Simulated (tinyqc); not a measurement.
Solubility, supersaturation, precipitation and gettering of an impurity in a silicon-like host: one step, computed by the program tinyqc.

The wafer was saturated at T1 and is then held at T.

Task: Segregation into a layer on one face. k = k_0 exp(E_g/(k_B T)); in equilibrium the bulk keeps C/C0 = 1/(1 + k t_g/w). For a strong sink on one face the slowest diffusion mode has tau_w = 4 w^2/(pi^2 D), and C/C0 is estimated as c_eq + (1 - c_eq)(8/pi^2) sum over odd m up to 99 of exp(-m^2 t/tau_w)/m^2. Precipitation is left out here.

Inputs (values chosen for the exercise, modelled on cobalt in silicon):

| quantity | value | unit |
|---|---|---|
| temperature of saturation T1 | 1225 | K |
| anneal temperature T | 700 | K |
| anneal time t | 7800 | s |
| wafer thickness w | 775 | micrometre |
| segregation energy E_g | 0.72 | eV |
| segregation prefactor k_0 | 0.0045 | - |
| getter layer thickness t_g | 0.4 | micrometre |

Gettering: segregation gettering in a layer.

D(T) = 1.496797e-07 cm^2/s

Constants: k_B = 8.617333262e-05 eV/K.

Give: segregation coefficient k; equilibrium C/C0; tau_w; mean C/C0 at t.

Result:

segregation coefficient k = 687.0

equilibrium C/C0 = 0.7382

tau_w = 16263 s

mean C/C0 at t = 0.8699

Diffusion and capacity both matter. Caution: the barrier to homogeneous nucleation is below 35 k_B T for these inputs, so new precipitates would form and outnumber the fixed sinks assumed here.
